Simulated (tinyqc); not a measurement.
Out-diffusion of a doped substrate or buried layer into a growing epitaxial film: one step, computed by the program tinyqc.

x is counted from the original substrate surface into the film, whose surface moves as x = v t. Substrate dopant has one diffusivity; the dopant of the film is taken as uniform.

Question. Profile in the film. After growth and the later budget: l2 = 2 sqrt(D t + (Dt)2); C(x) = (C_s/2) erfc(x/l2) + share x C_s exp(-x/decay length) for x > 0 (autodoping taken as unchanged by the later budget). The transition x_t solves C(x) = C_e, where the total doping is twice the intended value. Positions are 0.05, 0.2, 0.4, 0.6, 0.8, 1, 1.25 and 1.5 of x_t with autodoping (any beyond the film thickness are formal); net doping = C + C_e.

Inputs (values chosen for the exercise, modelled on arsenic in silicon):

| quantity | value | unit |
|---|---|---|
| substrate concentration C_s | 6.9e+18 | 1/cm^3 |
| film doping C_e | 4.9e+15 | 1/cm^3 |
| growth temperature T | 950 | C |
| autodoping level at the start, as a share of C_s | 3e-05 | - |
| decay length of autodoping | 0.74 | um |

Film doping: same type as the substrate.

x_t with autodoping = 0.08435118 um

length l2 = 0.03725989 um

Give: Concentrations (1/cm^3).

Answer.

Concentrations (1/cm^3):

| x/x_t | x (um) | diffusion | autodoping | net doping |
|---|---|---|---|---|
| 0.05 | 0.0042 | 3.011e+18 | 2.058e+14 | 3.016e+18 |
| 0.20 | 0.0169 | 1.801e+18 | 2.023e+14 | 1.806e+18 |
| 0.40 | 0.0337 | 6.911e+17 | 1.978e+14 | 6.962e+17 |
| 0.60 | 0.0506 | 1.888e+17 | 1.933e+14 | 1.939e+17 |
| 0.80 | 0.0675 | 3.598e+16 | 1.890e+14 | 4.107e+16 |
| 1.00 | 0.0844 | 4.715e+15 | 1.847e+14 | 9.800e+15 |
| 1.25 | 0.1054 | 2.167e+14 | 1.795e+14 | 5.296e+15 |
| 1.50 | 0.1265 | 5.409e+12 | 1.745e+14 | 5.080e+15 |

Caution: the substrate doping is comparable to or above the intrinsic density at growth temperature, so the diffusivity may be higher on that side.
